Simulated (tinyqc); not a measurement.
# Haynes-Shockley experiment: what a collector records, against the distance from injector to collector

A sheet injected at x = 0, t = 0 gives at x = L the signal n(t) = N0 exp(-t/tau - (L - v t)^2/(4 D t))/sqrt(4 pi D t), D = mu Vt, v = mu F. Its peak lies at tp = [-D + sqrt(D^2 + u^2 L^2)]/u^2, u^2 = v^2 + 4 D/tau; dt is the full width at half height. Simple readings: mobility L/(F tp), diffusion coefficient (L dt/tp)^2/(16 ln 2 tp). Area v times the integral of n over N0: (v/u) exp(L (v - u)/(2 D)).

Values chosen for this exercise: temperature T = 300 K; minority-carrier mobility mu = 467 cm^2/(V s); sweep field along the drift F = 31 V/cm; lifetime tau = 2.4e-6 s.

Constants: q = 1.602176634e-19 C, kB = 1.380649e-23 J/K, Vt = kB T/q. Results are converted to the units shown.

Result of one run:

| L (um) | L/v (us) | tp (us) | dt (us) | apparent mobility (cm^2/(V s)) | apparent D (cm^2/s) | area | exp(-L/(v tau)) |
|---|---|---|---|---|---|---|---|
| 890 | 6.148 | 5.820 | 1.839 | 493.3 | 12.26 | 0.07819 | 0.07719 |

What becomes of these results when the distance from injector to collector L is changed from 890 to 2400 um, all else the same?

Result of the changed run:

| L (um) | L/v (us) | tp (us) | dt (us) | apparent mobility (cm^2/(V s)) | apparent D (cm^2/s) | area | exp(-L/(v tau)) |
|---|---|---|---|---|---|---|---|
| 2400 | 16.58 | 15.78 | 3.032 | 490.5 | 12.14 | 0.001119 | 0.001000 |

The whole series:

| L (um) | L/v (us) | tp (us) | dt (us) | apparent mobility (cm^2/(V s)) | apparent D (cm^2/s) | area | exp(-L/(v tau)) |
|---|---|---|---|---|---|---|---|
| 75 | 0.5181 | 0.4451 | 0.5016 | 543.6 | 14.47 | 0.7736 | 0.8058 |
| 120 | 0.8289 | 0.7409 | 0.6508 | 522.4 | 13.52 | 0.6816 | 0.7080 |
| 200 | 1.382 | 1.268 | 0.8546 | 508.8 | 12.92 | 0.5443 | 0.5624 |
| 330 | 2.279 | 2.125 | 1.109 | 500.8 | 12.58 | 0.3776 | 0.3868 |
| 540 | 3.730 | 3.511 | 1.427 | 496.2 | 12.38 | 0.2092 | 0.2114 |
| 890 | 6.148 | 5.820 | 1.839 | 493.3 | 12.26 | 0.07819 | 0.07719 |
| 1500 | 10.36 | 9.845 | 2.394 | 491.5 | 12.18 | 0.01406 | 0.01334 |
| 2400 | 16.58 | 15.78 | 3.032 | 490.5 | 12.14 | 0.001119 | 0.001000 |

True values: mu = 467 cm^2/(V s), D = 12.1 cm^2/s. The apparent mobility is 16 % above the true one in the first row and 5.0 % above it in the last, and the apparent D 20 % above and 0.56 % above D. The peak always comes before L/v, since spreading and decay both weigh down the later part of the signal; the shift is 14 % and 4.8 % in these rows.

Computed by the program tinyqc: `OMP_NUM_THREADS=1 python tinyqc.py 2310024 2310025 out.jsonl`, one thread of a shared Intel Xeon 2.30GHz, about 0.01 s for the whole run.
